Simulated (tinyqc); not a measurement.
Comparisons within one model: thin (001) film in sp3s* tight binding with raised dangling bonds. A value that a table varies takes the place of the one given here.

Planes alternate anion (a), cation (c) along [001], a/4 apart, starting with an anion; zero in-plane momentum; levels counted from the bulk Ev, the lower root of [[Epa, Vxx], [Vxx, Epc]]; no spin-orbit coupling. Block of s, pz, s*: from an anion to the cation above, Vss/2 (s,s), Vsapc/2 (s,z), -Vscpa/2 (z,s), Vxx/2 (z,z), Vxapc/2 (s*,z), -Vpaxc/2 (z,s*); to the cation below the same with the s-z and s*-z signs reversed. Block of u = (px + py)/sqrt2 and v = (px - py)/sqrt2: to the cation above (Vxx + Vxy)/2 for u and (Vxx - Vxy)/2 for v, to the cation below the reverse. Each surface atom has two dangling sp3 hybrids; raising both by dl adds (dl/2) [[1, t], [t, 1]] to its s, pz levels (t = -1 at the bottom face, +1 at the top) and dl to the one of u, v in whose plane the missing bonds lie (v for a bottom anion or a top cation, u for a top anion).

Inputs chosen for the exercise (near a published set for GaAs, fitted to gaps, whose masses and valley positions are rough; shifted at random, so the results belong to these values and not to a real crystal): p = (-8.387, 1.035, -2.651, 3.666, 8.568, 6.688, -6.437, 1.957, 5.037, 4.479, 5.811, 4.864, 4.77) eV (order Esa, Epa, Esc, Epc, Exa, Exc, Vss, Vxx, Vxy, Vsapc, Vscpa, Vxapc, Vpaxc); Nw = 22 (planes in the thicker film); a = 5.657 angstrom (lattice constant); dp = 30 eV (value of dl for the passivated films); Ns = (6, 8, 15, 16, 23, 36, 44, 67) (numbers of planes).

## States in the gap of a film

edges (eV): Gamma 1.53556, Delta 2.00485

Levels between 0 and the lower bulk edge, the largest weight on the two outer planes of both faces among them, and the nearest levels outside, for several shifts dl.

Film of Nw planes:

| dl (eV) | levels in the gap | at (eV) | surface weight | next above (eV) | next below (eV) |
|---|---|---|---|---|---|
| 0 | 2 | 0.772, 1.043 | 0.81 | 1.8146 | -0.0262 |
| 1 | 2 | 0.167, 1.124 | 0.55 | 1.8617 | -0.0680 |
| 2 | 2 | 0.427, 1.381 | 0.46 | 1.9277 | -0.0680 |
| 3 | 2 | 0.726, 1.532 | 0.49 | 1.9998 | -0.0680 |
| 5 | 1 | 1.235 | 0.40 | 1.6819 | -0.0680 |
| 10 | 0 | - | - | 1.5711 | -0.0680 |
| 30 | 0 | - | - | 1.6453 | -0.0680 |
| 100 | 0 | - | - | 1.6608 | -0.0680 |

Can the levels of the bare film be read as confined subbands?

No: with bare surfaces (dl = 0) 2 levels lie in the bulk gap, with up to 81 % of the weight on the four outer planes, two a face, where an even spread gives 18 %; these are dangling-bond states, not subbands. The reruns show the bulk gap clear from dl = 10 eV on, and at dl = 30 eV the next level above lies -15.5 meV from its value at 100 eV. At dl = 10 eV the next level above is more than 20 meV from its value at 100 eV, so the surface still acts on it.

## Gap against thickness

Passivated films (finite dp, so levels can still be some meV from their limit), thickness N a/4. Highest level below mid-gap (either block) and the two lowest above it. The exponents are -d ln(shift)/d ln N between the sixth and the last film, for the valence level and for the lowest conduction level.

Levels (eV):

| N | thickness (angstrom) | Ev1 | Ec1 | Ec2 | gap |
|---|---|---|---|---|---|
| 6 | 8.49 | -0.4691 | 1.9886 | 2.3679 | 2.4576 |
| 8 | 11.31 | -0.3232 | 1.8780 | 2.2191 | 2.2012 |
| 15 | 21.21 | -0.1438 | 1.6941 | 2.0564 | 1.8379 |
| 16 | 22.63 | -0.1152 | 1.6976 | 2.0503 | 1.8129 |
| 23 | 32.53 | -0.0684 | 1.6300 | 1.9366 | 1.6985 |
| 36 | 50.91 | -0.0286 | 1.5923 | 1.7619 | 1.6209 |
| 44 | 62.23 | -0.0198 | 1.5781 | 1.7048 | 1.5979 |
| 67 | 94.75 | -0.0093 | 1.5566 | 1.6204 | 1.5659 |

exponents: valence 1.81, conduction 1.60

What can be read from the table?

The gap is 2.458 eV at 8.5 angstrom and 1.566 eV at 94.8, against 1.536 eV in the bulk along this line. At 16 planes the conduction side gives 162 meV of the widening and the valence side 115 meV. A hard-walled parabolic band has exponent 2; departures come from the offset between N a/4 and the effective width, from non-parabolicity and from the termination (odd and even N end differently: in the direction of the bond rows at the two faces and, in a compound, in the kind of atom), which also makes single steps in N uneven. Ec1 is the Gamma subband.

## What each change does

A film of Nw planes with shift dp: highest level below mid-gap (half the lower bulk edge) and the two lowest above. Each row changes one parameter from the base and keeps the others.

Results:

| case | Ev1 (eV) | Ec1 (eV) | Ec2 (eV) |
|---|---|---|---|
| base | -0.0680 | 1.6453 | 1.9678 |
| Nw = 24 | -0.0586 | 1.6338 | 1.9248 |
| dp = 60 eV | -0.0680 | 1.6567 | 1.9843 |

What can be read from the table?

The largest shifts from the base row, up to three for each result and ties (the steps differ in size, so this ranks the rows, not the parameters). Ev1 (eV): Nw +0.0094; unchanged at the printed digits by dp. Ec1 (eV): Nw -0.0116, dp +0.0114. Ec2 (eV): Nw -0.0430, dp +0.0165. An odd change of Nw also changes which atoms end the film, so levels need not move as thickness alone would move them; the row for dp shows how far the passivation is from converged.

Computed by tinyqc, a small Python program: `OMP_NUM_THREADS=1 python tinyqc.py 1480692 1480693 out.jsonl` (the numbers bound the seed that draws the inputs); one thread of a shared host (Intel(R) Xeon(R) Processor @ 2.30GHz), about 0.3 s for the whole set of steps.
